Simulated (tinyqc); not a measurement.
SiGe-base heterojunction bipolar transistor, Gummel numbers and transit times: one step of the calculation.

One-dimensional n-p-n transistor in the forward active mode at low injection. In the base p(x) = NB exp(-eta x/wb) and ni(x)^2 = ni^2 exp((g0 + g1 x/wb)/Vt); electrons leave the base at vsat; band spikes at the emitter junction and recombination inside the emitter are ignored.

Task. Base Gummel number and transit time. f(x) = p(x) ni^2/ni(x)^2; I(x) = integral from x to wb of f/Dn, plus f(wb)/vsat; base Gummel number GB = I(0); electron density per unit flux n/(J/q) = I/f; base transit time tauB = integral of I/f over the base. Trapezoid rule on 8 equal steps.

Inputs (values chosen for the exercise); band and dielectric values close to those of silicon:
```
symbol   value    unit                                         meaning
T          400       K                                     temperature
vsat    1.01e7    cm/s                             saturation velocity
wb          20      nm                              neutral base width
NB      5.6e18   cm^-3                 base doping at the emitter edge
eta          0                          doping falls as exp(-eta x/wb)
g0       0.033      eV   gap reduction at the emitter edge of the base
g1       0.041      eV  further gap reduction across the base (linear)
Dn         6.7  cm^2/s      electron diffusion coefficient in the base
```

Constants: q = 1.602176634e-19 C, kB = 1.380649e-23 J/K, Vt = kB T/q. Results are converted to the units shown.

Find: x; f; I; I/f; GB; tauB.

Result.

x, point 0 to 8 (nm): [0.00, 2.50, 5.00, 7.50, 10.00, 12.50, 15.00, 17.50, 20.00]
f, point 0 to 8 (cm^-3): [2.150e18, 1.853e18, 1.597e18, 1.376e18, 1.186e18, 1.022e18, 8.810e17, 7.593e17, 6.544e17]
I, point 0 to 8 (s/cm^4): [4.408e11, 3.661e11, 3.017e11, 2.463e11, 1.985e11, 1.573e11, 1.218e11, 9.116e10, 6.479e10]
I/f, point 0 to 8 (s/cm): [2.050e-7, 1.976e-7, 1.890e-7, 1.790e-7, 1.673e-7, 1.539e-7, 1.382e-7, 1.201e-7, 9.901e-8]
GB = 4.408e11 s/cm^4
tauB = 0.3243 ps

Computed by the program tinyqc: `OMP_NUM_THREADS=1 python tinyqc.py 2320082 2320083 out.jsonl`, one thread of a shared Intel Xeon 2.30GHz, about 0.01 s for the whole run.
